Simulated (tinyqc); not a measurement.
Changing the silane pressure p_S: microkinetic model of low-temperature epitaxy from hydride gases: adsorption, hydrogen desorption and rate control. Computed by tinyqc, a small Python program. Command: `OMP_NUM_THREADS=1 python tinyqc.py 3011987 3011988 out.jsonl hepi sweep`. One thread of a shared host (Intel(R) Xeon(R) Processor @ 2.30GHz), about 0.02 s of CPU time with the checks.

Each hydride molecule needs two free sites and leaves four hydrogen atoms, of which two leave at once as H2; theta is the hydrogen coverage, the site density is 6.78 per nm^2 and one layer is 1.358 angstrom thick.

Inputs (values chosen for the exercise, close to those used for silane and germane on Si(001)):
```
quantity                                           value  unit
sticking prefactor of silane s0                     0.01     -
adsorption barrier E_s                              0.12    eV
desorption prefactor nu_d                        3.4e+12   1/s
desorption energy on silicon E_d                    2.14    eV
hydrogen carrier pressure p_H                       9800    Pa
sticking of hydrogen s_H                         1.1e-08     -
temperature T                                        700     C
germane pressure p_G                              0.0029    Pa
sticking ratio of germane to silane r_G              5.9     -
lowering of E_d per unit germanium fraction, dE     0.53    eV
```

Film: silicon-germanium. Order of hydrogen desorption: first.

Constants: k_B = 8.617333262e-05 eV/K; u = 1.6605390666e-27 kg; k_B = 1.380649e-23 J/K.

Method:
- Flux per site F = p/(sqrt(2 pi M k_B T) x 6.78e18 per m^2), M = 32.12 u (silane), 76.63 u (germane), 2.016 u (hydrogen); s = s0 exp(-E_s/(k_B T)); k_S = s F_S, k_G = r_G s F_G; germanium fraction x = k_G/(k_S + k_G); k = k_S + k_G; k_H = s_H F_H; k_d = nu_d exp(-(E_d - dE x)/(k_B T)).
- Temperatures in kelvin are T(C) + 273.15.
- With k the hydride and k_H the hydrogen adsorption rate on free pairs and k_d the desorption rate, steady state: 2 (k + k_H)(1 - theta)^2 = k_d theta; growth rate R = k (1 - theta)^2 layers/s; 1 layer/s = 8.148 nm/min.
- With c = 2 (k + k_H)/k_d the free share is 1 - theta = 2/(1 + sqrt(1 + 4c)).
- X_i = d ln R/d ln k_i at fixed other constants. With f = 1 - theta and a = 2/f + 1/theta: d ln f/d ln k_d = 1/(a f), so X_d = 2/(a f), X_k = 1 - X_d k/(k + k_H), X_H = -X_d k_H/(k + k_H); they sum to 1.

One run for each value:
```
silane pressure p_S (Pa)  growth rate G (nm/min)  hydrogen coverage theta  X_d (desorption)
0.001                                       0.52                2.180e-04         4.360e-04
0.003                                       0.60                5.017e-04         1.003e-03
0.01                                        0.90                2.699e-03         5.384e-03
0.03                                        1.71                1.460e-02         2.878e-02
0.1                                         4.27                5.207e-02         9.899e-02
0.3                                        10.44                1.149e-01         2.061e-01
1                                          25.00                2.400e-01         3.871e-01
3                                          45.15                4.083e-01         5.798e-01
10                                         68.12                6.014e-01         7.511e-01
30                                         84.78                7.431e-01         8.526e-01
```

Describe the trends.

Over the rows, growth rate G (nm/min) rises from 0.517 to 84.8 (exponent d ln y / d ln x 0.14 between the first rows and 0.20 between the last); hydrogen coverage theta rises from 2.18e-4 to 0.743 (exponent d ln y / d ln x 0.76 between the first rows and 0.19 between the last); X_d (desorption) rises from 4.36e-4 to 0.853 (exponent d ln y / d ln x 0.76 between the first rows and 0.12 between the last).

Caution (rows 0.00100, 0.00300, 0.0100): layer thickness and site density of silicon are kept, and strain and surface segregation of germanium are ignored, which matters at this fraction. Caution (all rows): at carrier pressures near or above 1e4 Pa gas-phase transport, left out here, begins to limit.
